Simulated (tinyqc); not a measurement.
Sp3 tight binding, zinc-blende lattice, step by step. One step of it, computed by the program tinyqc.

Task: Levels at k. Diagonalise the Hermitian matrix.

H(k) at k (eV), lower triangle (Hermitian):
```
                      a s                 a px                 a py                a pz
a s            -16.790000
a px             0.000000            -6.600000
a py             0.000000             0.000000            -6.600000
a pz             0.000000             0.000000             0.000000           -6.600000
c s   -1.167465+2.642232i  -0.772225+1.540915i  -1.693443+0.702670i  1.493250-0.796874i
c px   0.772225-1.540915i   0.283022-0.640541i  -1.730328+0.923391i  1.962305-0.814231i
c py   1.693443-0.702670i  -1.730328+0.923391i   0.283022-0.640541i  0.894828-1.785560i
c pz  -1.493250+0.796874i   1.962305-0.814231i   0.894828-1.785560i  0.283022-0.640541i

             c s       c px       c py       c pz
c s   -14.190000
c px    0.000000  -5.240000
c py    0.000000   0.000000  -5.240000
c pz    0.000000   0.000000   0.000000  -5.240000
```

Give: eigenvalues; weights |c|^2 of the basis functions.

Result:

eigenvalues (eV): -19.2385  -14.0683  -9.2511  -8.7187  -6.9890  -3.2243  -3.0962  -1.9138

weights |c|^2 of the basis functions:
```
      band 1  band 2  band 3  band 4  band 5  band 6  band 7  band 8
a s   0.6835  0.2109  0.0112  0.0002  0.0743  0.0072  0.0016  0.0112
a px  0.0021  0.0578  0.3349  0.0062  0.2306  0.1468  0.0718  0.1498
a py  0.0040  0.0576  0.1318  0.2674  0.1568  0.2131  0.0470  0.1224
a pz  0.0032  0.0530  0.1146  0.3475  0.0935  0.0010  0.2581  0.1291
c s   0.2805  0.5359  0.0198  0.0003  0.1474  0.0046  0.0011  0.0104
c px  0.0076  0.0322  0.2066  0.0044  0.1504  0.2646  0.1235  0.2106
c py  0.0104  0.0269  0.0947  0.1626  0.0896  0.3608  0.0765  0.1784
c pz  0.0087  0.0257  0.0864  0.2113  0.0573  0.0019  0.4205  0.1881
```
